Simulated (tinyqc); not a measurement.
## Step height from the transmission

Inverse problem. A single step up from edge 0 (mass mL) to edge U (mass mS) transmits T(E) = 4 vL vR/(vL + vR)^2 with v = k/m, k = sqrt(m (E - edge)/C), C = hbar^2/(2 m0). It is known that vR < vL. Find vR/vL and U.

Inputs (values chosen for the exercise): mass in the left lead mL = 0.26 m0; electron energy E = 1.172 eV; mass beyond the step mS = 0.51 m0.

T(E) = 0.76578187

Solution. The reflection amplitude is sqrt(1 - T(E)) = (1 - y)/(1 + y) with y = vR/vL < 1, and y^2 = (E - U) mL/(E mS).

vR/vL = 0.348
U = 0.894 eV

Program tinyqc, `OMP_NUM_THREADS=1 python tinyqc.py 2560040 2560041 out.jsonl`; Intel Xeon 2.30GHz, shared host, one thread, about 0.01 s.
